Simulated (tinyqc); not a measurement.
Hole mobility in a silicon inversion layer, empirical terms and Matthiessen rule: two steps of the calculation.

Inversion layer of sheet density Ns on a uniformly doped body. The mobility terms are empirical power laws with prefactors chosen for the exercise; adding their inverses (Matthiessen) is itself an approximation.

Values chosen for this exercise; material values close to those of silicon:
```
symbol    value        unit                                                meaning
T           293           K                                            temperature
Eg         1.11          eV                                               band gap
eps_r      11.5                         relative permittivity of the semiconductor
Nc      2.75e19       cm^-3                 conduction-band density of states at T
Nv      2.51e19       cm^-3                    valence-band density of states at T
Nb       9.1e17       cm^-3                                            body doping
Vsb         0.3           V                                      reverse body bias
eta      0.3333              weight of the inversion charge in the effective field
Ap          119  cm^2/(V s)           phonon-limited mobility at 1 MV/cm and 300 K
As          370  cm^2/(V s)                  roughness-limited mobility at 1 MV/cm
gs            1                                     exponent of the roughness term
Ac         1100  cm^2/(V s)                                      Coulomb prefactor
Nit      9.8e11       cm^-2                                charge at the interface
Ns       7.3e12       cm^-2                                      inversion density
WL           20                                                          ratio W/L
Vd         0.05           V                                          drain voltage
I          89.5          uA                                measured linear current
```

Constants: q = 1.602176634e-19 C, kB = 1.380649e-23 J/K, Vt = kB T/q, eps0 = 8.8541878128e-14 F/cm where lengths are in cm. Results are converted to the units shown.

Question 1. Depletion charge and effective field. ni = sqrt(Nc Nv) exp(-Eg/(2 Vt)), Eg in volts; Ndep = sqrt(2 eps0 eps_r Nb (2 Vt ln(Nb/ni) + Vsb)/q); E = q (Ndep + eta Ns)/(eps0 eps_r), in MV/cm.

Wanted: ni; Ndep; E.

Answer 1.

ni = 7.4673e9 cm^-3
Ndep = 3.7875e12 cm^-2
E = 0.97880 MV/cm

The depletion charge gives 60.9 % of the field.

Question 2. Inversion density for the measured current. I = (W/L) q Ns mu Vd. E = q (Ndep + eta Ns)/(eps0 eps_r) in MV/cm. With t = T/(300 K): muC = Ac (Ns/1e12 cm^-2) t/(Nb/1e17 cm^-3 + Nit/1e11 cm^-2), muP = Ap E^(-1/3) t^(-1.75), muS = As E^(-gs); 1/mu is the sum of the inverses. Ns(new) = I/((W/L) q mu Vd).

Ns after iteration 1 = 8.0692384e12 cm^-2
Ndep = 3.7874508e12 cm^-2

Find: E; mu; Ns after iteration 2.

Answer 2.

E = 1.0191 MV/cm
mu = 76.635 cm^2/(V s)
Ns after iteration 2 = 7.2893e12 cm^-2

Program tinyqc, `OMP_NUM_THREADS=1 python tinyqc.py 2510014 2510015 out.jsonl`; Intel Xeon 2.30GHz, shared host, one thread, about 0.01 s.
